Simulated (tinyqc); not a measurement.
Inside a calculation. Method: empirical pseudopotential in a few plane waves. Computed by tinyqc, a small Python program that keeps every step. Settings: plane-wave index or count = 15. Command: `OMP_NUM_THREADS=1 python tinyqc.py 22871 22872 out.jsonl` (the two numbers bound the seeds that draw the settings). One thread of a shared host (Intel(R) Xeon(R) Processor @ 2.60GHz), about 0.2 s of CPU time with the checks.

## Bloch Hamiltonian at G

Parameters chosen for this model: fcc lattice, atoms at +/- a/8 (1,1,1); form factors in rydberg at |G|^2 in units of (2 pi/a)^2:
```
parameter                 value      unit
a                      5.240000  angstrom
VS(3)                 -0.238000        Ry
VS(8)                  0.017000        Ry
VS(11)                 0.044000        Ry
VA(3)                  0.068000        Ry
VA(4)                  0.027000        Ry
VA(11)                 0.031000        Ry
hbar^2/2m (2 pi/a)^2   5.477976        eV
```

k point G (2 pi / a): 0  0  0

Basis: the 15 shortest G (labels in 2 pi/a), the same at every k. H(G,G') = c |k + G|^2 delta + VS(|G-G'|^2) cos((G-G').tau) + i VA sin((G-G').tau), tau = a/8 (1,1,1); 1 Ry = 13.605693 eV.

H(k) at G (eV):
```
                     +0+0+0               -1-1-1               -1-1+1               -1+1-1
+0+0+0             0.000000   2.289721+0.654206i  -2.289721+0.654206i  -2.289721+0.654206i
-1-1-1   2.289721-0.654206i            16.433927   0.000000-0.367354i   0.000000-0.367354i
-1-1+1  -2.289721-0.654206i   0.000000+0.367354i            16.433927             0.231297
-1+1-1  -2.289721-0.654206i   0.000000+0.367354i             0.231297            16.433927
-1+1+1  -2.289721+0.654206i            -0.231297   0.000000+0.367354i   0.000000+0.367354i
+1-1-1  -2.289721-0.654206i   0.000000+0.367354i             0.231297             0.231297
+1-1+1  -2.289721+0.654206i            -0.231297   0.000000+0.367354i             0.000000
+1+1-1  -2.289721+0.654206i            -0.231297             0.000000   0.000000+0.367354i
+1+1+1   2.289721+0.654206i             0.000000            -0.231297            -0.231297
-2+0+0   0.000000-0.367354i  -2.289721+0.654206i  -2.289721-0.654206i  -2.289721-0.654206i
+0-2+0   0.000000-0.367354i  -2.289721+0.654206i  -2.289721-0.654206i   0.423310-0.298241i
+0+0-2   0.000000-0.367354i  -2.289721+0.654206i   0.423310-0.298241i  -2.289721-0.654206i
+0+0+2   0.000000+0.367354i  -0.423310-0.298241i   2.289721+0.654206i  -0.423310+0.298241i
+0+2+0   0.000000+0.367354i  -0.423310-0.298241i  -0.423310+0.298241i   2.289721+0.654206i
+2+0+0   0.000000+0.367354i  -0.423310-0.298241i  -0.423310+0.298241i  -0.423310+0.298241i

                     -1+1+1               +1-1-1               +1-1+1               +1+1-1
+0+0+0  -2.289721-0.654206i  -2.289721+0.654206i  -2.289721-0.654206i  -2.289721-0.654206i
-1-1-1            -0.231297   0.000000-0.367354i            -0.231297            -0.231297
-1-1+1   0.000000-0.367354i             0.231297   0.000000-0.367354i             0.000000
-1+1-1   0.000000-0.367354i             0.231297             0.000000   0.000000-0.367354i
-1+1+1            16.433927             0.000000             0.231297             0.231297
+1-1-1             0.000000            16.433927   0.000000-0.367354i   0.000000-0.367354i
+1-1+1             0.231297   0.000000+0.367354i            16.433927             0.231297
+1+1-1             0.231297   0.000000+0.367354i             0.231297            16.433927
+1+1+1   0.000000+0.367354i            -0.231297   0.000000+0.367354i   0.000000+0.367354i
-2+0+0   2.289721-0.654206i   0.423310-0.298241i  -0.423310-0.298241i  -0.423310-0.298241i
+0-2+0  -0.423310-0.298241i  -2.289721-0.654206i   2.289721-0.654206i  -0.423310-0.298241i
+0+0-2  -0.423310-0.298241i  -2.289721-0.654206i  -0.423310-0.298241i   2.289721-0.654206i
+0+0+2  -2.289721+0.654206i  -0.423310+0.298241i  -2.289721+0.654206i   0.423310+0.298241i
+0+2+0  -2.289721+0.654206i  -0.423310+0.298241i   0.423310+0.298241i  -2.289721+0.654206i
+2+0+0   0.423310+0.298241i   2.289721+0.654206i  -2.289721+0.654206i  -2.289721+0.654206i

                     +1+1+1               -2+0+0               +0-2+0               +0+0-2
+0+0+0   2.289721-0.654206i   0.000000+0.367354i   0.000000+0.367354i   0.000000+0.367354i
-1-1-1             0.000000  -2.289721-0.654206i  -2.289721-0.654206i  -2.289721-0.654206i
-1-1+1            -0.231297  -2.289721+0.654206i  -2.289721+0.654206i   0.423310+0.298241i
-1+1-1            -0.231297  -2.289721+0.654206i   0.423310+0.298241i  -2.289721+0.654206i
-1+1+1   0.000000-0.367354i   2.289721+0.654206i  -0.423310+0.298241i  -0.423310+0.298241i
+1-1-1            -0.231297   0.423310+0.298241i  -2.289721+0.654206i  -2.289721+0.654206i
+1-1+1   0.000000-0.367354i  -0.423310+0.298241i   2.289721+0.654206i  -0.423310+0.298241i
+1+1-1   0.000000-0.367354i  -0.423310+0.298241i  -0.423310+0.298241i   2.289721+0.654206i
+1+1+1            16.433927  -0.423310-0.298241i  -0.423310-0.298241i  -0.423310-0.298241i
-2+0+0  -0.423310+0.298241i            21.911902             0.231297             0.231297
+0-2+0  -0.423310+0.298241i             0.231297            21.911902             0.231297
+0+0-2  -0.423310+0.298241i             0.231297             0.231297            21.911902
+0+0+2  -2.289721-0.654206i            -0.231297            -0.231297             0.000000
+0+2+0  -2.289721-0.654206i            -0.231297             0.000000            -0.231297
+2+0+0  -2.289721-0.654206i             0.000000            -0.231297            -0.231297

                     +0+0+2               +0+2+0               +2+0+0
+0+0+0   0.000000-0.367354i   0.000000-0.367354i   0.000000-0.367354i
-1-1-1  -0.423310+0.298241i  -0.423310+0.298241i  -0.423310+0.298241i
-1-1+1   2.289721-0.654206i  -0.423310-0.298241i  -0.423310-0.298241i
-1+1-1  -0.423310-0.298241i   2.289721-0.654206i  -0.423310-0.298241i
-1+1+1  -2.289721-0.654206i  -2.289721-0.654206i   0.423310-0.298241i
+1-1-1  -0.423310-0.298241i  -0.423310-0.298241i   2.289721-0.654206i
+1-1+1  -2.289721-0.654206i   0.423310-0.298241i  -2.289721-0.654206i
+1+1-1   0.423310-0.298241i  -2.289721-0.654206i  -2.289721-0.654206i
+1+1+1  -2.289721+0.654206i  -2.289721+0.654206i  -2.289721+0.654206i
-2+0+0            -0.231297            -0.231297             0.000000
+0-2+0            -0.231297             0.000000            -0.231297
+0+0-2             0.000000            -0.231297            -0.231297
+0+0+2            21.911902             0.231297             0.231297
+0+2+0             0.231297            21.911902             0.231297
+2+0+0             0.231297             0.231297            21.911902
```

## Levels at G

Diagonalise the Hermitian matrix.

eigenvalues (eV): -2.689619  12.789089  12.789089  12.789089  12.836857  16.320020  16.320020  16.320020  19.322103  21.449308  21.449308  25.208053  25.208053  25.208053  27.623381

## Bands along a path

The same steps at evenly spaced points between the labelled ones.

Bands along the path (eV), lowest eight:
```
k            band 1     band 2     band 3     band 4     band 5     band 6     band 7     band 8
L         -0.263866   4.387506  11.617348  11.617348  13.016266  17.052319  17.052319  20.570724
L-G 0.20  -0.822068   5.164179  11.636286  11.636286  13.071950  17.057559  17.057559  20.691717
L-G 0.40  -1.551416   6.671515  11.836515  11.836515  13.374554  17.249522  17.249522  20.288882
L-G 0.60  -2.164451   8.585531  12.186358  12.186358  13.858621  17.191662  17.191662  18.218160
L-G 0.80  -2.556023  10.716340  12.586591  12.586591  14.090699  16.608537  16.648775  16.648775
G         -2.689619  12.789089  12.789089  12.789089  12.836857  16.320020  16.320020  16.320020
G-X 0.20  -2.511235  10.652133  12.180710  12.180710  14.945643  15.549324  17.221048  17.221048
G-X 0.40  -1.984805   8.613319  11.179561  11.179561  14.302955  16.186320  19.000530  19.076464
G-X 0.60  -1.144331   6.720596  10.374098  10.374098  13.500837  14.910500  20.940307  21.249995
G-X 0.80  -0.094757   5.076319   9.907309   9.907309  13.145815  13.715609  23.497795  23.587317
X          0.747928   4.120171   9.825500   9.825500  12.942492  13.461164  26.102048  26.102048
```

With 4 band(s) filled, the highest filled level on these points lies at G and the lowest empty one at G: a gap of 0.0478 eV, direct. This holds for the small fixed basis; with all plane waves up to |k + G|^2 = 21 (2 pi/a)^2 the gap along the path is 0.19 eV.

## Convergence with the number of plane waves

Levels at G counted from the fourth one.

Levels (eV):
```
plane waves     level 1   level 5   level 8
9            -18.235348  0.734707  1.418911
15           -15.478708  0.047768  3.530931
27           -14.876142  0.187889  3.523461
51           -14.792480  0.184851  3.680745
59           -14.774307  0.204426  3.574844
65           -14.771444  0.200967  3.563494
89           -14.761327  0.195283  3.571504
```
